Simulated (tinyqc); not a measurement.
Biaxially strained (001) channel, valley splitting in an inversion layer: one step of the calculation.

A thin layer grown on a relaxed buffer is stretched in the plane. The two valleys with their long axis along the growth direction (D2) sink against the four in-plane ones (D4); confinement in a triangular well splits them too. Only the lowest subband of each set is kept; one relaxation time, so the weakening of intervalley scattering is left out.

Task. Strain, stress and splitting. e_par = b1 x, e_perp = -2 (c12/c11) e_par, splitting D = Xu (e_par - e_perp), in-plane stress (c11 + c12 - 2 c12^2/c11) e_par.

Values chosen for this exercise; values close to those of silicon on relaxed silicon-germanium:

| symbol | value | unit | meaning |
|---|---|---|---|
| x | 0.15 |  | germanium share of the relaxed buffer |
| b1 | 0.0418 |  | lattice mismatch per unit x |
| c11 | 165 | GPa | elastic constant |
| c12 | 62.4 | GPa | elastic constant |
| Xu | 8.95 | eV | shear deformation potential |

Wanted: e_par; e_perp; D; stress.

Result.

e_par = 0.62700 %
e_perp = -0.47424 %
D = 98.561 meV
stress = 1.1299 GPa

Computed by the program tinyqc: `OMP_NUM_THREADS=1 python tinyqc.py 2530152 2530153 out.jsonl`, one thread of a shared Intel Xeon 2.30GHz, about 0.01 s for the whole run.
